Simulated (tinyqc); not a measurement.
Hueckel theory of the pi electrons, for the molecule Bc1ccc([CH2])cc1 (SMILES; centres numbered as the heavy atoms are written), step by step. One step of it, computed by the program tinyqc.

Task: Energy, charges, bond orders. E = sum n x; q_r = z_r - P_rr; bond order p = P_rs; free valence = sqrt(3) - sum of p over the bonds of the atom.

x values: 2.123228  1.336215  1.000000  0.073672  -0.774527  -1.000000  -1.559319  -2.169270

occupations: 2.000000  2.000000  2.000000  1.000000  0.000000  0.000000  0.000000  0.000000

charge and bond-order matrix P:
```
           1B         2C         3C         4C         5C         6C         7C         8C
1B   0.145517   0.361333   0.156657  -0.075888  -0.087169   0.085119  -0.075888   0.156657
2C   0.361333   1.042553   0.591085  -0.005572  -0.204339  -0.006221  -0.005572   0.591085
3C   0.156657   0.591085   0.960527   0.721451   0.023569  -0.133664  -0.278549  -0.039473
4C  -0.075888  -0.005572   0.721451   0.989669   0.513578   0.029791  -0.010331  -0.278549
5C  -0.087169  -0.204339   0.023569   0.513578   0.985560   0.647242   0.513578   0.023569
6C   0.085119  -0.006221  -0.133664   0.029791   0.647242   0.925978   0.029791  -0.133664
7C  -0.075888  -0.005572  -0.278549  -0.010331   0.513578   0.029791   0.989669   0.721451
8C   0.156657   0.591085  -0.039473  -0.278549   0.023569  -0.133664   0.721451   0.960527
```

Centres:

| centre | z_r, pi electrons of the neutral centre | h |
|---|---|---|
| 1B | 0 | -0.970000 |
| 2C | 1 | 0.000000 |
| 3C | 1 | 0.000000 |
| 4C | 1 | 0.000000 |
| 5C | 1 | 0.000000 |
| 6C | 1 | 0.000000 |
| 7C | 1 | 0.000000 |
| 8C | 1 | 0.000000 |

Bonds:

| i | j | k |
|---|---|---|
| 1 | 2 | 0.740000 |
| 2 | 3 | 1 |
| 3 | 4 | 1 |
| 4 | 5 | 1 |
| 5 | 6 | 1 |
| 5 | 7 | 1 |
| 7 | 8 | 1 |
| 8 | 2 | 1 |

Give: pi energy = 7 alpha + this times beta; pi charges; Bond orders and lengths from R = 1.517 - 0.180 p; free valence of the carbons; gap between the highest filled and the next level.

Result:

pi energy = 7 alpha + this times beta = 8.993

pi charges: 1B -0.146, 2C -0.043, 3C 0.039, 4C 0.010, 5C 0.014, 6C 0.074, 7C 0.010, 8C 0.039

Bond orders and lengths from R = 1.517 - 0.180 p (angstrom, C-C alone):

| bond | p | R |
|---|---|---|
| 1-2 | 0.361 | - |
| 2-3 | 0.591 | 1.411 |
| 3-4 | 0.721 | 1.387 |
| 4-5 | 0.514 | 1.425 |
| 5-6 | 0.647 | 1.400 |
| 5-7 | 0.514 | 1.425 |
| 7-8 | 0.721 | 1.387 |
| 8-2 | 0.591 | 1.411 |

free valence of the carbons: 2C 0.189, 3C 0.420, 4C 0.497, 5C 0.058, 6C 1.085, 7C 0.497, 8C 0.420

gap between the highest filled and the next level = 0.848 |beta|
